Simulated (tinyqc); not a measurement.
Inside a calculation. Method: coupled-perturbed Hartree-Fock on RHF in the sto-3g basis, for BeH2, spin multiplicity 1. One step of it, computed by the program tinyqc.

Task: Orthogonalisation. S = U s U^T; canonical form X = U s^(-1/2), so that X^T S X = 1. Each column of U has its largest component positive (the first on a tie).

overlap S:
```
           1Be 1s    1Be 2s   1Be 2px    1Be 2py   1Be 2pz     2H 1s      3H 1s
1Be 1s   1.000000  0.259517  0.000000   0.000000  0.000000  0.037625   0.037625
1Be 2s   0.259517  1.000000  0.000000   0.000000  0.000000  0.352719   0.352719
1Be 2px  0.000000  0.000000  1.000000   0.000000  0.000000  0.000000   0.000000
1Be 2py  0.000000  0.000000  0.000000   1.000000  0.000000  0.436651  -0.436651
1Be 2pz  0.000000  0.000000  0.000000   0.000000  1.000000  0.024303   0.024303
2H 1s    0.037625  0.352719  0.000000   0.436651  0.024303  1.000000   0.011005
3H 1s    0.037625  0.352719  0.000000  -0.436651  0.024303  0.011005   1.000000
```

Give: eigenvalues of S; X.

Result:

eigenvalues of S: 0.3770  0.4617  0.9536  1.0000  1.0054  1.5904  1.6120

X:
```
               1        2        3       4        5       6        7
1Be 1s    0.0000  -0.4201   0.8614  0.0000  -0.2851  0.2851   0.0000
1Be 2s    0.0000   1.0615  -0.0635  0.0000  -0.0363  0.5463   0.0000
1Be 2px   0.0000   0.0000   0.0000  1.0000   0.0000  0.0000   0.0000
1Be 2py   1.1466   0.0000   0.0000  0.0000   0.0000  0.0000   0.5594
1Be 2pz   0.0000   0.0592   0.3272  0.0000   0.9435  0.0290   0.0000
2H 1s    -0.8180  -0.6554  -0.3127  0.0000   0.1046  0.3523   0.3920
3H 1s     0.8180  -0.6554  -0.3127  0.0000   0.1046  0.3523  -0.3920
```
